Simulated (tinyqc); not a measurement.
From results back to parameters: effective work function and flat-band voltage of a metal/high-k/SiO2/Si stack with a dipole layer. Two cases, with inputs chosen for the exercise.

Problem. Three stacks with (t1, t2) = (8, 20), (30, 20) and (8, 60) angstrom have the flat-band voltages below. VFB = W0 - (chi + dEF) - 4 pi e2 [Q1 EOT + Q2 x2]/3.9 with x2 = t2 3.9/eps2, EOT = t1 + x2, e2 = e^2/4 pi eps0, 1 cm^-2 = 1e-16 angstrom^-2; W0 is the work function with the dipole step.

Constants: e^2/(4 pi eps0) = 14.39964547 eV angstrom.

Find: Q1; Q2; W0.

Method. The first two stacks differ in t1 alone and give Q1; the first and third give Q1 + Q2; W0 follows from any of them.

Case 1.

Values chosen (out of a larger set: a stack on Si capped with a magnesium-like oxide; not measured data): chi = 4.042 eV (electron affinity of the channel); dEF = 0.835 eV (Ec - EF in the channel); eps = (3.9, 26.9) (their dielectric constants).

VFB (V): -0.5059782  -0.5631402  -0.5062472

Solution.

Q1 = 5.6e+11 e/cm^2
Q2 = -5.5e+11 e/cm^2
W0 = 4.392 eV

Case 2.

Values chosen (out of a larger set: a stack on Si capped with a titanium-like oxide; not measured data): chi = 4.044 eV (electron affinity of the channel); dEF = 0.956 eV (Ec - EF in the channel); eps = (3.9, 17.3) (their dielectric constants).

VFB (V): 0.2182521  0.2080446  0.1998431

Solution.

Q1 = 1.0e+11 e/cm^2
Q2 = 3.4e+11 e/cm^2
W0 = 5.231 eV

Computed by tinyqc, one run a case: `OMP_NUM_THREADS=1 python tinyqc.py N N+1 out.jsonl` with N = 1880968, 1880977; one thread of a shared Intel(R) Xeon(R) Processor @ 2.30GHz, about 0.01 s a run at most.
